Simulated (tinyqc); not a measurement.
Worked calculation: critical temperature from a phonon spectrum: McMillan, Allen-Dynes and the linearised Eliashberg equation. Computed by tinyqc, a small Python program that keeps every step. Command: `OMP_NUM_THREADS=1 python tinyqc.py 3028351 3028352 out.jsonl eliashberg walk`. One thread of a shared host (Intel(R) Xeon(R) Processor @ 2.30GHz), about 0.01 s of CPU time with the checks. Intermediate numbers are printed to about 5 digits and carried at full precision; extremes and crossings named in words are read from the listed rows.

alpha^2 F(omega) = sum_i (lambda_i omega_i/2) delta(omega - omega_i), so that lambda = 2 int alpha^2 F/omega d omega = sum_i lambda_i.

Inputs (values chosen for the exercise, for a model metal):
```
quantity                                value  unit
peak energy omega_1                      11.2   meV
coupling lambda_1                        1.43     -
peak energy omega_2                      29.9   meV
coupling lambda_2                        1.29     -
Coulomb pseudopotential mu*               0.1     -
trial temperature                        34.5     K
Matsubara points N in the small matrix      6     -
```

Peaks in alpha^2 F: two.

Constants: k_B = 8.617333262e-05 eV/K.

## Moments of the spectrum

omega_log = exp(sum lambda_i ln omega_i / lambda); omega_rms = sqrt(sum lambda_i omega_i^2 / lambda).

lambda = 2.72

omega_log = 17.843 meV

omega_rms = 22.135 meV

## McMillan and Allen-Dynes

McMillan form: k_B T_c = (omega_log/1.2) exp[-1.04 (1 + lambda)/(lambda - mu* (1 + 0.62 lambda))]. Allen-Dynes multiplies it by f1 f2: f1 = [1 + (lambda/L1)^(3/2)]^(1/3), L1 = 2.46 (1 + 3.8 mu*); f2 = 1 + (omega_rms/omega_log - 1) lambda^2/(lambda^2 + L2^2), L2 = 1.82 (1 + 6.3 mu*) omega_rms/omega_log.

T_c, McMillan form = 35.604 K

f1 = 1.1975

f2 = 1.0850

T_c, Allen-Dynes = 46.259 K

The two corrections raise T_c by 29.9 %. Caution: for lambda above about 1.5 the plain McMillan form saturates and falls short.

## The small kernel at the trial temperature

Linearised Eliashberg equation at omega_n = (2n + 1) pi k_B T, n = 0..N-1: lambda(j) = sum_i lambda_i omega_i^2/(omega_i^2 + (2 pi j k_B T)^2); K_mn = lambda(m - n) + lambda(m + n + 1) - 2 mu*(N) - delta_mn [2m + 1 + lambda(0) + 2 sum_(j=1..m) lambda(j)], with 1/mu*(N) = 1/mu* + ln(omega_rms/omega_N), omega_N = (2N + 1) pi k_B T. T_c is where the largest eigenvalue rho of K is zero.

lambda(j), j = 0, 1, ...: 2.7200  1.3060  0.6216  0.3408  0.2095  0.1402  0.0998  0.0745  0.0576  0.0459  0.0373  0.0310

mu*(N) = 0.12051

K, lower triangle (symmetric):
```
        1       2       3        4        5        6
1   0.065
2   1.687  -5.512
3   0.721   1.274  -8.956
4   0.309   0.521   1.165  -11.703
5   0.109   0.200   0.455    1.123  -14.151
6  -0.001   0.043   0.157    0.426    1.102  -16.446
```

## Largest eigenvalue of the small kernel

K is the kernel of the linearised Eliashberg equation on the Matsubara points omega_n = (2n + 1) pi k_B T; T_c is where its largest eigenvalue rho is zero. Diagonalise K; at rho = 0 the eigenvector c is the gap function Delta_n/omega_n up to a factor; away from it Delta_n/Delta_0 = (2n + 1) c_n/c_0 is only an estimate.

largest eigenvalue rho = 0.68084

Delta_n/Delta_0: 1.0000  0.9071  0.6100  0.3574  0.1739  0.0477

rho > 0: in this small matrix the trial temperature lies below T_c.

## Critical temperature from the full kernel

N is the smallest integer at or above 8 omega_max/(2 pi k_B T_AD), omega_max the highest peak and T_AD the Allen-Dynes value.

N used = 10

T_c, Eliashberg = 47.301 K

k_B T_c/omega_log = 0.22844

Allen-Dynes/Eliashberg = 0.97796

McMillan/Eliashberg = 0.75271

## Scaling the whole coupling

All lambda_i are multiplied by s. The last column is the large-lambda limit for mu* = 0, k_B T_c = 0.1827 omega_rms sqrt(lambda).

T_c (K):
```
s    lambda  McMillan  Allen-Dynes  Eliashberg  large-lambda limit
0.6   1.632    25.472        29.14       28.51               59.95
0.8   2.176    31.470        38.38       38.58               69.23
1.0   2.720    35.604        46.26       47.30               77.40
1.3   3.536    39.812        56.53       58.57               88.25
1.7   4.624    43.395        68.37       71.22              100.91
2.3   6.256    46.638        83.48       87.08              117.38
3.2   8.704    49.365       102.35      106.73              138.45
```

McMillan/Eliashberg runs from 0.89 at lambda = 1.63 to 0.46 at 8.70: the exponential form levels off at large lambda, while the true T_c keeps rising (exponent 0.62 between the last rows, tending to 1/2). Allen-Dynes stays within about 4 % over the table. The last row reaches 77 % of the mu* = 0 limit; with mu* above zero T_c stays below that line at any lambda.

## Isotope exponent

T_c ~ M^(-a). All omega_i scale as M^(-1/2) at fixed lambda, but mu* = mu/(1 + mu ln(E_F/omega)) changes: d mu*/d ln omega = mu*^2. In the McMillan form a = (1/2) [1 - 1.04 (1 + lambda)(1 + 0.62 lambda) mu*^2/(lambda - mu* (1 + 0.62 lambda))^2].

isotope exponent a = 0.49135

The exponent is close to the BCS value 1/2.

Checks made by the program: one-point kernel at mu* = 0: rho = lambda(1) - 1 (relative difference below 1e-10); T_c against the Allen-Dynes fit (relative difference 2e-02).
